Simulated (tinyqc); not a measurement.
Planar ballistic transistor, top-of-the-barrier model: two steps of the calculation.

At the top of the source barrier, states moving towards the drain are filled by the source (Fermi level 0) and states moving back by the drain (Fermi level -q Vd); nothing scatters. U is the shift of the band edge there, set by the capacitances CG, CD and CS (the total) and by the charge. Parabolic two-dimensional band; the source is grounded.

Inputs (values chosen for the exercise); mass and valleys made up: temperature T = 150 K; effective mass m = 0.165 m0; valley degeneracy gv = 1; relative permittivity of the gate insulator eox = 16; insulator thickness tox = 1.5 nm; gate control CG/CS aG = 0.82; band edge at the barrier top above the source Fermi level at zero bias E0 = 0.16 eV; drain voltage Vd = 0.1 V.

Constants: q = 1.602176634e-19 C, kB = 1.380649e-23 J/K, hbar = 1.054571817e-34 J s, m0 = 9.1093837015e-31 kg, Vt = kB T/q, eps0 = 8.8541878128e-14 F/cm where lengths are in cm. Results are converted to the units shown.

Question 1. Self-consistent potential at the barrier top. eta1 = -(E0 + U)/Vt, eta2 = eta1 - Vd/Vt, n = (N0/2)[F_0(eta1) + F_0(eta2)], F_0(x) = ln(1 + exp x). U(out) = UL + q (n - n0)/CS. Newton step: U(new) = U + (U(out) - U)/(1 + CQ/CS), CQ = (q/Vt) dn/d(eta1) with both F' summed; F_0'(x) = 1/(1 + exp(-x)).

U at the start (U = UL) = -0.4175 eV
N0 = 8.9093350e11 cm^-2
CS = 11.517643 uF/cm^2
n0 = 3.7504292e6 cm^-2
UL = -0.4175 eV

Give: eta1; eta2; n; U(out); CQ; U after iteration 1.

Answer 1.

eta1 = 19.92
eta2 = 12.18
n = 1.430e13 cm^-2
U(out) = -0.2185 eV
CQ = 11.04 uF/cm^2
U after iteration 1 = -0.3159 eV

Question 2. Current, mean velocity and share of the gate voltage. N0 = gv m kB T/(pi hbar^2), CG = eps0 eox/tox, vT = sqrt(2 kB T/(pi m)), CS = CG/aG, n0 = n at U = 0 and Vd = 0. I = q (N0/2) vT [F_(1/2)(eta1) - F_(1/2)(eta2)] per width, F_(1/2)(x) = (2/sqrt(pi)) int_0^infinity u^(1/2)/(1 + exp(u - x)) du. Mean velocity I/(q n). CQ = (q/Vt) dn/d(eta1); the band edge follows the gate as -dU/dVg = aG/(1 + CQ/CS).

converged U = -0.31589059 eV

Find: eta1; n; I; mean velocity; CQ; -dU/dVg.

Answer 2.

eta1 = 12.06
n = 7.304e12 cm^-2
I = 1640 uA/um
mean velocity = 1.402e7 cm/s
CQ = 10.97 uF/cm^2
-dU/dVg = 0.4200 eV/V

The carriers from the source are degenerate (eta1 = 12.1), and the mean velocity is 1.50 times vT = sqrt(2 kB T/(pi m)) = 9.37e6 cm/s. The drain fills a good part of the returning states, which lowers the mean.

tinyqc, about 0.01 s, one thread, Intel Xeon 2.30GHz (shared host): `OMP_NUM_THREADS=1 python tinyqc.py 2400048 2400049 out.jsonl`
